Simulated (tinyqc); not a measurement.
Charge control and current of a heterostructure field-effect transistor: one step, computed by the program tinyqc. Command: `OMP_NUM_THREADS=1 python tinyqc.py 3030025 3030026 out.jsonl hemt walk`. One thread of a shared host (Intel(R) Xeon(R) Processor @ 2.30GHz), about 0.01 s of CPU time with the checks.

Two subbands in a triangular well; E_F is counted from the conduction band edge of the channel at the interface.

Problem. Levels and gate capacitance. Charge control: n_s = C_b (V_G - V_T - E_F/e)/e. Well: mean field F = e n_s/(2 eps eps_0), E_i = (hbar^2/2m)^(1/3) [(3 pi e F/2)(i + 3/4)]^(2/3), i = 0, 1; n_s = D k_B T sum_i ln(1 + exp((E_F - E_i)/k_B T)), D = m/(pi hbar^2), which is solved in closed form for E_F. C_g = e dn_s/dV_G = 1/(1/C_b + 1/C_q), 1/C_q = d(E_F/e)/d(e n_s) by a central difference of +/- 0.1 % in n_s; added distance dd = eps eps_0/C_q.

Inputs (values chosen for the exercise, modelled on AlGaAs/GaAs):

| quantity | value | unit |
|---|---|---|
| channel mass m | 0.069 | m_0 |
| permittivity eps (barrier and channel) | 12.7 | - |
| conduction band offset dE_c | 0.26 | eV |
| temperature T | 77 | K |
| spacer between delta layer and channel | 4.3 | nm |

Charge source: delta doping. Velocity law: smooth.

sheet density n_s = 3.667781e+12 1/cm^2

barrier capacitance C_b = 0.3039140 microfarad/cm^2

Constants: k_B = 8.617333262e-05 eV/K; e = 1.602176634e-19 C; eps_0 = 8.8541878128e-12 F/m; hbar = 1.054571817e-34 J s; m_0 = 9.1093837015e-31 kg; k_B = 1.380649e-23 J/K.

Give: E_0; E_1; E_F; share in the second subband; gate capacitance C_g; added distance dd.

Solution.

E_0 = 167.6 meV

E_1 = 294.9 meV

E_F = 291.7 meV

share in the second subband = 2.508 %

gate capacitance C_g = 0.2719 microfarad/cm^2

added distance dd = 4.349 nm

C_g is 89 % of C_b: the finite density of states and the rise of E_0 act as 4.3 nm of extra barrier. Caution: E_F lies above the conduction band minimum of the barrier, so electrons would spill into the barrier.
